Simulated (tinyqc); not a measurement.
Cahn-Hilliard equation on a periodic one-dimensional grid: one step, computed by the program tinyqc. Command: `OMP_NUM_THREADS=1 python tinyqc.py 3025186 3025187 out.jsonl cahn walk`. One thread of a shared host (Intel(R) Xeon(R) Processor @ 2.30GHz), about 0.1 s of CPU time with the checks.

Free energy F = h sum_j [A (c_j^2 - 1)^2/4 + (kappa/2) ((c_(j+1) - c_j)/h)^2]; dc/dt = Lap(mu), mu = A (c^3 - c) - kappa Lap(c), Lap(y)_j = (y_(j+1) - 2 y_j + y_(j-1))/h^2, mobility 1; the grid has n = 12 points.

Task: Linear stability. f'' = A (3 c0^2 - 1). Mode m has lambda_m = (4/h^2) sin^2(pi m/n) and the rate w_m = -lambda_m (f'' + kappa lambda_m). In the continuum the fastest wavelength is 2 pi sqrt(2 kappa/|f''|) with the rate f''^2/(4 kappa). Explicit steps near c = +-1, where f'' = 2A, are stable for dt < 2/(16 kappa/h^4 + 8 A/h^2).

Inputs (values chosen for the exercise, in reduced units):

| quantity | value | unit |
|---|---|---|
| spacing h | 1.1 | - |
| well depth A | 1.4 | - |
| gradient coefficient kappa | 1.5 | - |
| mean composition c0 | -0.25 | - |

Give: f''; Modes of the grid; fastest wavelength; largest rate; explicit limit of dt.

Result:

f'' = -1.1375

Modes of the grid:

| m | lambda_m | w_m |
|---|---|---|
| 1 | 0.221 | 0.18 |
| 2 | 0.826 | -0.08 |
| 3 | 1.653 | -2.22 |
| 4 | 2.479 | -6.40 |
| 5 | 3.084 | -10.76 |
| 6 | 3.306 | -12.63 |

fastest wavelength = 10.20

largest rate = 0.2157

explicit limit of dt = 0.07798
